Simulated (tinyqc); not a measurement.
Vibrations of a mass or spring defect in a linear chain: one step, computed by the program tinyqc.

A ring of N atoms with nearest-neighbour springs k and motion along the chain. Atom 1 is the defect, of mass M', and its two springs are k'. Odd sites are A (the defect replaces an A atom), even sites B.

Question. Band edges of the host. Host bands: lambda from 0 to 2k/M(heavy) and from 2k/M(light) to 2k (1/M_A + 1/M_B). nu = 15.6333042 THz x sqrt(lambda), lambda in eV/(angstrom^2 u).

Inputs (values chosen for the exercise, for a model chain): spring constant k = 5.87 eV/angstrom^2; mass M_A = 83.8 u; mass M_B = 319 u.

Host: diatomic.

Constants: nu for 1 eV/(angstrom^2 u) = 15.6333042 THz.

Give: band edges.

Answer.

band edges (THz): 0.000  2.999  5.851  6.575
